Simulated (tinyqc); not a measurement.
Sensitivity of the reflectance: thin-film optics by transfer matrices.

Indices N = n + i k. Snell: N0 sin(theta) = N_j sin(theta_j), with Im(N_j cos theta_j) >= 0. Admittance y_j = N_j cos theta_j for s and N_j/cos theta_j for p. Phase delta_j = 2 pi N_j cos theta_j d_j/lambda. Layer matrix [[cos delta, -i sin delta/y], [-i y sin delta, cos delta]], multiplied from the top down to M. (B, C) = M (1, y_sub); r = (y0 B - C)/(y0 B + C), R = |r|^2, T = 4 Re y0 Re y_sub/|y0 B + C|^2, absorbed in the films 1 - R - T.

Inputs chosen for the exercise (indices near those of resist, ARC, SiO2 on polySi; the results hold for these values, not for the real material): lam = 633 nm (vacuum wavelength); n0 = 1 (ambient index); n = (1.657, 1.661, 1.485, 3.931) (n of resist, ARC, SiO2, substrate); k = (0, 0.02, 0, 0.039) (k in the same order); d = (88.2, 80.5, 9) nm (thicknesses, top first); theta = 60 degrees (angle of incidence).

R for both polarisations.

Results for these values:

| case | R_s | R_p | T_s |
|---|---|---|---|
| base | 0.4672 | 0.1120 | 0.5063 |

What happens to each result for theta = 65 degrees, all else kept?

Answer: R_s rises from 0.4672 to 0.5033; R_p falls from 0.1120 to 0.1086; T_s falls from 0.5063 to 0.4718.

The same for each parameter in turn:

| case | R_s | R_p | T_s |
|---|---|---|---|
| base | 0.4672 | 0.1120 | 0.5063 |
| d = (93.2, 80.5, 9) nm | 0.4919 | 0.1109 | 0.4828 |
| n = (1.69, 1.661, 1.485, 3.931) | 0.4991 | 0.1154 | 0.4760 |
| k = (0, 0.02, 0, 0.053) | 0.4679 | 0.1120 | 0.5057 |
| lam = 638 nm | 0.4599 | 0.1124 | 0.5136 |
| theta = 65 degrees | 0.5033 | 0.1086 | 0.4718 |

Program tinyqc; command `OMP_NUM_THREADS=1 python tinyqc.py 1652606 1652607 out.jsonl`; about 0.01 s on one thread of a shared Intel(R) Xeon(R) Processor @ 2.30GHz.
